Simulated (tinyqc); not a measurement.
# Chemically amplified photoresist: aerial image, acid generation, bake, development and line width, step by step

A worked calculation. Computed by tinyqc, a small Python program that keeps every step. Command: `OMP_NUM_THREADS=1 python tinyqc.py 3022859 3022860 out.jsonl resist walk`. One thread of a shared host (Intel(R) Xeon(R) Processor @ 2.30GHz), about 0.03 s of CPU time with the checks. Intermediate numbers are printed to about 7 digits and carried at full precision; extremes and crossings named in words are read from the listed rows.

Lines and spaces of pitch p with a two-beam-like image; x = 0 is the middle of the bright space. The resist is positive and treated as uniform in depth.

Inputs (values chosen for the exercise, for a model resist at 13.5 nm):
```
quantity                                         value     unit
pitch p                                             32       nm
image contrast c                                  0.49        -
mean dose E                                       3.79  mJ/cm^2
Dill parameter C                                 0.049  cm^2/mJ
quencher load q, relative to the acid generator  0.068        -
acid diffusivity D                               0.037   nm^2/s
bake time t                                         45        s
amplification rate k_amp                         0.043      1/s
threshold protection m_th                         0.53        -
development selectivity n                            8        -
largest rate r_max                                1100     nm/s
smallest rate r_min                              0.015     nm/s
resist thickness d                                  27       nm
development time t_d                                45        s
photon energy                                    91.84       eV
absorption coefficient alpha                       5.5     1/um
```

## Acid image and its blur

Dose E(x) = E [1 + c cos(2 pi x/p)]; acid h = 1 - exp(-C E(x)). Bake: the acid image is blurred by a Gaussian of variance sigma^2 = 2 D t (each Fourier term k of h, taken on 64 points, is multiplied by exp(-4 pi^2 k^2 D t/p^2)). Cosine coefficients: h(x) = sum_k h_k cos(2 pi k x/p).

diffusion length sigma = sqrt(2 D t) = 1.824829 nm

h_0 to h_4 before the bake: 0.1677654  0.0756533  -0.0017205  0.0000261  -0.0000003

h_0 to h_4 after the blur: 0.1677654  0.0709496  -0.0013309  0.0000146  -0.0000001

blur factor of the first harmonic = 0.9378259

sigma/p = 0.057; the blur keeps 94 % of the modulation.

## From image to dissolution rate

The quencher then removes q, h_eff = max(h_blurred - q, 0); protection m = exp(-k_amp t h_eff). Mack rate r = r_max (a + 1)(1 - m)^n/(a + (1 - m)^n) + r_min, a = ((n + 1)/(n - 1))(1 - m_th)^n.

Across half a pitch:
```
x/p   x (nm)  dose (mJ/cm^2)  blurred acid  protection m   rate (nm/s)
0.00     0.0        5.647100     0.2373987     0.7205168  1.327029e+01
0.05     1.6        5.556207     0.2341744     0.7250262  1.166997e+01
0.10     3.2        5.292425     0.2247492     0.7383704  7.870691e+00
0.15     4.8        4.881576     0.2098660     0.7599439  3.975349e+00
0.20     6.4        4.363875     0.1907549     0.7885727  1.452194e+00
0.25     8.0        3.790000     0.1690962     0.8223237  3.728385e-01
0.30     9.6        3.216125     0.1469293     0.8583630  7.336908e-02
0.35    11.2        2.698424     0.1264875     0.8929958  2.119436e-02
0.40    12.8        2.287575     0.1099593     0.9220174  1.549292e-02
0.45    14.4        2.023793     0.0992029     0.9414089  1.505005e-02
0.50    16.0        1.932900     0.0954701     0.9482333  1.501859e-02
```

The dose varies by a factor 2.92 across the pattern and the rate by 884.

## Space width and dose latitude

Edge: vertical development clears the film where r t_d >= d; the space width is twice the x where r = d/t_d. Dose sensitivity = d ln(width)/d ln E from widths at 1.005 E and E/1.005; image log-slope at the edge = |d ln E/dx|, normalised by the width (NILS); latitude for 10 % of width = 10 %/sensitivity.

space width = 14.97043 nm

dose sensitivity = 1.548372

NILS = 1.365459

dose latitude = 6.458395 %

At the same width a resist without blur would give a sensitivity 2/NILS = 1.465; the blur multiplies it by 1.06. Caution: lateral development, standing waves and the joint diffusion of acid and quencher are left out, so widths are indicative.

## Photon statistics at the edge

The edge lies at x = width/2. Absorbed photons per volume N = E(edge) alpha/(photon energy), 1 mJ/cm^2 = 62.41509 eV/nm^2, alpha in 1/nm; a Gaussian blur averages over a volume V = (2 sqrt(pi) sigma)^3; relative noise 1/sqrt(N V); edge noise sigma_x = (dh/d ln E) noise/|dh/dx|, with both derivatives of the blurred acid at the edge.

absorbed photons N = 0.01486685 1/nm^3

photons in the blur volume = 4.024390

edge noise from photons = 5.776944 nm

Caution: with under about ten photons in the blur volume a Gaussian noise estimate is unreliable. Caution: the noise counts photons alone (acid and quencher statistics add to it) and takes the film as thicker than the blur; a thinner film averages in two dimensions only.

## Blur against noise

For each sigma the edge is held at x = p/4; N is taken at the mean dose; edge noise = (dh/d ln E)/(sqrt(N V) |dh/dx|), both derivatives taken of the blurred acid, V = (2 sqrt(pi) sigma)^3, N = E alpha/(photon energy), 1 mJ/cm^2 = 62.41509 eV/nm^2.

Trade-off:
```
sigma/p  sigma (nm)  blur factor  photons in V  edge noise (nm)
0.02           0.64    0.9921354  1.654300e-01         25.73921
0.04           1.28    0.9689108  1.323440e+00          9.30023
0.07           2.24    0.9078082  7.092812e+00          4.26874
0.10           3.20    0.8208687  2.067875e+01          2.75141
0.14           4.48    0.6791668  5.674250e+01          1.99727
0.18           5.76    0.5275296  1.205985e+02          1.75882
0.22           7.04    0.3846668  2.201874e+02          1.78302
0.27           8.64    0.2371676  4.070199e+02          2.12621
0.33          10.56    0.1165308  7.431324e+02          3.20235
```

The noise is least near sigma/p = 0.18 among these rows. More diffusion averages over more photons (noise falls as sigma^(-3/2)) until it erases the image slope (factor exp(-2 pi^2 sigma^2/p^2)); for a pure cosine the two balance at sigma/p = sqrt(3/8)/pi = 0.195. Caution: for a film thinner than the blur the noise falls as 1/sigma only, and the optimum moves to sigma/p = 1/(2 pi) = 0.159. Caution: rows with under about ten photons in V are beyond a Gaussian noise estimate.

Checks made by the program: sensitivity 2/NILS in the limit of no diffusion (relative difference 2e-06).
